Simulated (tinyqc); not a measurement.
# Frequency dispersion of an accumulation capacitance by border traps, distributed model: what changes with what

Traps spread evenly through the insulator exchange electrons with the semiconductor by tunnelling, with tau(x) = t0 exp(2 ka x) at depth x from the interface. The admittance per area Y seen at depth x obeys dY/dx = -Y^2/(i w eps0 eox) + q Nb ln(1 + i w tau)/tau, with Y(0) = i w Cs and w = 2 pi f; the gate sees Y(tox) = G + i w C. Working variable y = Y/(i w), in uF/cm^2. Cox = eps0 eox/tox.

Inputs (values chosen for the exercise); permittivity close to that of aluminium oxide: relative permittivity of the insulator eox = 8.69; insulator thickness tox = 4.7 nm; semiconductor capacitance in accumulation Cs = 6.2 uF/cm^2; density of border traps Nb = 4.2e18 cm^-3 eV^-1; decay constant of the wave function in the insulator ka = 6.3 1/nm; time constant of a trap at the interface t0 = 1e-10 s; frequency f = 1000 Hz.

Constants: q = 1.602176634e-19 C, eps0 = 8.8541878128e-14 F/cm where lengths are in cm. Results are converted to the units shown.

Each table varies one quantity; the others keep the values above.

## Capacitance and loss against frequency

Cox; trap-free value 1/(1/Cox + 1/Cs); response depth d = ln(1/(w t0))/(2 ka), where w tau = 1; lumped estimate: all traps within d act as C_bt = q Nb d placed at d/2, so C = 1/{1/[1/(1/Cs + d/(2 eps0 eox)) + C_bt] + (tox - d/2)/(eps0 eox)}. C and G from a fine integration; dispersion -d C/d log10 f over C, from f times and over 1.1. For a broad spread of time constants G/w is close to -(pi/2) dC/d ln w.

The same in every row: trap-free C (uF/cm^2) = 1.295.

Results:
```
f (Hz),d (nm),C (uF/cm^2),G/w (uF/cm^2),dispersion (% a decade),-(pi/2) dC/d ln w (uF/cm^2),lumped C (uF/cm^2)
10,1.499,1.308,0.001853,0.2074,0.001851,1.306
100,1.316,1.305,0.001625,0.1822,0.001622,1.304
1000,1.133,1.303,0.001411,0.1584,0.001409,1.302
1e5,0.7679,1.300,0.001028,0.1157,0.001026,1.299
1e6,0.5851,1.298,8.592e-4,0.09676,8.570e-4,1.298
1e7,0.4024,1.297,7.046e-4,0.07943,7.029e-4,1.297
```

Estimate the missing row, f = 10000 Hz.

Computed row:
```
f (Hz),d (nm),C (uF/cm^2),G/w (uF/cm^2),dispersion (% a decade),-(pi/2) dC/d ln w (uF/cm^2),lumped C (uF/cm^2)
10000,0.9506,1.301,0.001212,0.1363,0.001210,1.300
```

With this row back in the table: C falls from 1.308 to 1.297 uF/cm^2, towards the trap-free 1.295; each decade of frequency removes ln 10/(2 ka) = 0.183 nm from the response depth. The dispersion falls from 0.207 to 0.0794 % a decade and G/w falls from 0.00185 to 7.05e-4 uF/cm^2. G/w stays at 1.00 times -(pi/2) dC/d ln w, the relation for a broad spread of time constants.

## Effect of the semiconductor capacitance in accumulation

Same model as above.

The same in every row: d (nm) = 1.133.

Effect of the semiconductor capacitance in accumulation:
```
Cs (uF/cm^2),C (uF/cm^2),G/w (uF/cm^2),dispersion (% a decade),-(pi/2) dC/d ln w (uF/cm^2),lumped C (uF/cm^2),trap-free C (uF/cm^2)
0.2,0.2427,0.006646,4.013,0.006645,0.2384,0.1782
0.39,0.3697,0.005814,2.305,0.005814,0.3659,0.3150
0.75,0.5563,0.004694,1.237,0.004693,0.5531,0.5144
1.4,0.7834,0.003492,0.6533,0.003491,0.7810,0.7546
2.8,1.050,0.002310,0.3224,0.002308,1.048,1.033
5.4,1.265,0.001531,0.1771,0.001529,1.264,1.256
10,1.412,0.001093,0.1132,0.001090,1.411,1.407
20,1.517,8.268e-4,0.07960,8.236e-4,1.516,1.513
```

What does the comparison show, and why?

As Cs goes from 0.2 to 20, C rises from 0.243 to 1.52 uF/cm^2, the dispersion falls from 4.01 to 0.0796 % a decade and G/w falls from 0.00665 to 8.27e-4 uF/cm^2. The lumped estimate is 1.8 % below C in the first row and 0.057 % below it in the last. The same traps disperse C more when Cs is small, since they then add to the weaker series term.

Numbers from tinyqc (`OMP_NUM_THREADS=1 python tinyqc.py 2202197 2202198 out.jsonl`; about 0.4 s on one thread of a shared Intel Xeon 2.30GHz).
